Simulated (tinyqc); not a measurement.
## Deep-level transient spectroscopy: the DLTS spectrum

Schottky contact on an n-type layer with shallow donors Nd (all ionised) and a donor-like deep trap, neutral when filled and positive when empty; depletion approximation. Traps within lam of the depletion edge stay filled. A long pulse to Vp fills the traps beyond x1 = Wp - lam; back at Vr those between x1 and x2 = Wr - lam emit. A rate window reads S = C(t2) - C(t1).

Emission rate en = sn vth(T) Nc(T) exp(-Et/kB T) = sn g T^2 exp(-Et/kB T), g = vth Nc/(300 K)^2, as vth goes as T^0.5 and Nc as T^1.5 (degeneracy factor 1). lam = sqrt(2 eps0 eps_r (EF - ET)/(q Nd)), EF - ET = Et - (kB T/q) ln(Nc(T)/Nd), Nc(T) = Nc (T/300 K)^1.5. In the steady state at the band bending V, 2 eps0 eps_r V/q = Nd W^2 + Nt (W - lam)^2 (the second term only if W > lam). W(t)^2 = Wr^2 + (Nt/Nd)(x2^2 - x1^2) exp(-en t), C = eps0 eps_r/W; for small Nt, dC/C = -(Nt/2 Nd) G exp(-en t) with G = (x2^2 - x1^2)/Wr^2. For an exponential transient S peaks where en = ew = ln(t2/t1)/(t2 - t1).

Inputs (values chosen for the exercise); material values close to those of silicon:
```
symbol    value   unit                                      meaning
eps_r      11.9                               relative permittivity
Nc      2.82e19  cm^-3   conduction-band density of states at 300 K
vth       2.3e7   cm/s                    thermal velocity at 300 K
Nd       2.5e15  cm^-3                        shallow donor density
Vbi        0.74      V                             built-in voltage
Et          0.1     eV  depth of the trap below the conduction edge
sn      3.5e-16   cm^2                        capture cross-section
Nt         7e14  cm^-3                                 trap density
Vr          3.5      V                                 reverse bias
Vp            0      V        reverse bias during the filling pulse
t1           10     ms                          first sampling time
t2           40     ms                         second sampling time
```

Constants: q = 1.602176634e-19 C, kB = 1.380649e-23 J/K, eps0 = 8.8541878128e-14 F/cm where lengths are in cm. Results are converted to the units shown.

The DLTS spectrum:
```
T (K)  en (1/s)  S (pF/cm^2)
51      0.86104       13.975
53       2.1945       34.787
55       5.2396       78.445
57       11.799       155.49
59       25.206       254.06
61       51.349       306.36
63       100.19       238.46
65       187.99       107.50
67       340.33       23.979
69       596.31       1.8679
71       1014.0     0.028766
73       1677.4    3.7942e-5
```

S goes from 14.0 through a maximum of 306 (at T = 61 K among the rows listed) to 3.79e-5 pF/cm^2; en equals ew = 46.2 1/s at 60.70 K. Colder, the trap has hardly emitted by t2; warmer, it is empty before t1. Rows above half of the largest S span 57 to 63 K. In every row T is below 110 K, where shallow donors begin to freeze out; the model keeps them ionised.

Range of the model: With Nt above a tenth of Nd the edge x2 moves during the transient, which this model holds fixed, and the transient is not a plain exponential.

Program tinyqc, `OMP_NUM_THREADS=1 python tinyqc.py 2050003 2050004 out.jsonl`; Intel Xeon 2.30GHz, shared host, one thread, about 0.01 s.
